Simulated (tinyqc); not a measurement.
# Inputs raised by 10 %, one at a time

Model: hydrogenic impurity: series, fields, screening, photoionisation and donor-acceptor pairs. Computed by tinyqc, a small Python program. Command: `OMP_NUM_THREADS=1 python tinyqc.py 3009160 3009161 out.jsonl hydrogenic sens`. One thread of a shared host (Intel(R) Xeon(R) Processor @ 2.30GHz), about 0.01 s of CPU time with the checks.

One isotropic, parabolic band. Effective units: Ry* and a*, in which H = -nabla^2 - 2/r.

Inputs (values chosen for the exercise, modelled on AlN): electron mass m = 0.31 m_0; dielectric constant eps = 8.27; donor density N = 5.1e+17 cm^-3; electric field F = 12000 V/cm; gap E_g = 6.06 eV; acceptor depth E_A = 498 meV; pair distance r = 84 angstrom; rate prefactor W_0 = 2.5e+08 1/s.

Parts treated: electric field and pairs.

Constants: Ry = 13.605693123 eV; a_0 = 0.529177210903 angstrom; h x 1 THz = 4.135667696 meV; hbar = 6.582119569e-16 eV s; e^2/(4 pi eps_0) = 14.39964548 eV angstrom.

Method:
- Ry* = Ry m/eps^2, a* = a_0 eps/m; level n is bound by Ry*/n^2; <r> = (3/2) a* in 1s; lines 1s -> np at Ry* (1 - 1/n^2); 1 THz = 4.135667696 meV.
- Wigner-Seitz radius r_s = (3/(4 pi N))^(1/3); Mott criterion N_c^(1/3) a* = 0.26; overlap of two 1s orbitals at distance d: S = exp(-x)(1 + x + x^2/3), x = d/a*, with d = N^(-1/3).
- f = e F a*/(2 Ry*) is the field in atomic-like units. 1s shifts by -(9/2) f^2 Ry* (polarisability (9/2) a*^3), the n = 2 levels split linearly by +/- 6 f Ry*; the barrier top lies 4 sqrt(f) Ry* below the band edge and passes 1s at f = 1/16; the tunnelling rate of 1s is (2 Ry*/hbar) (4/f) exp(-2/(3 f)).
- No-phonon line h nu(r) = E_g - Ry* - E_A + e^2/(4 pi eps_0 eps r); rate W(r) = W_0 exp(-2 r/a*), the donor being the shallower centre; lifetime 1/W; zero field.

Runs:
```
input moved                    from        to  Mott density (cm^-3)  field at which the barrier passes 1s (V/cm)  photon energy (eV)  overlap S
base run                          -         -            6.2472e+18                                        54606              5.5211  0.0050891
electron mass m (m_0)          0.31     0.341            8.3150e+18                                        66073              5.5149  0.0024684
dielectric constant eps        8.27     9.097            4.6936e+18                                        41026              5.5299  0.0097030
donor density N (cm^-3)     5.1e+17  5.61e+17            6.2472e+18                                        54606              5.5211  0.0063631
electric field F (V/cm)       12000     13200            6.2472e+18                                        54606              5.5211  0.0050891
pair distance r (angstrom)       84      92.4            6.2472e+18                                        54606              5.5192  0.0050891
acceptor depth E_A (meV)        498     547.8            6.2472e+18                                        54606              5.4713  0.0050891
```

Exponents ln(y'/y) / ln(x'/x):
```
input                    Mott density  field at which the barrier passes 1s  photon energy  overlap S
electron mass m                     3                                     2         -0.012     -7.591
dielectric constant eps            -3                                    -3          0.017      6.771
donor density N                     0                                     0          0.000      2.344
electric field F                    0                                     0          0.000      0.000
pair distance r                     0                                     0         -0.004      0.000
acceptor depth E_A                  0                                     0         -0.095      0.000
```

Among the inputs moved here: Mott density answers most in size to electron mass m (exponent +3.000), and about equally to dielectric constant eps (-3.000); its exponent is below 0.0005 for donor density N, electric field F, pair distance r, acceptor depth E_A. Its exponent +3.000 in electron mass m: the Mott density goes as a*^-3. Its exponent -3.000 in dielectric constant eps: the Mott density goes as a*^-3. Field at which the barrier passes 1s answers most in size to dielectric constant eps (exponent -3.000), next to electron mass m (+2.000); its exponent is below 0.0005 for donor density N, electric field F, pair distance r, acceptor depth E_A. Its exponent +2.000 in electron mass m: the field scale is Ry*/(e a*). Its exponent -3.000 in dielectric constant eps: the field scale is Ry*/(e a*). Photon energy answers most in size to acceptor depth E_A (exponent -0.095), next to dielectric constant eps (+0.017); its exponent is below 0.0005 for donor density N, electric field F. overlap S answers most in size to electron mass m (exponent -7.591), next to dielectric constant eps (+6.771); its exponent is below 0.0005 for electric field F, pair distance r, acceptor depth E_A.
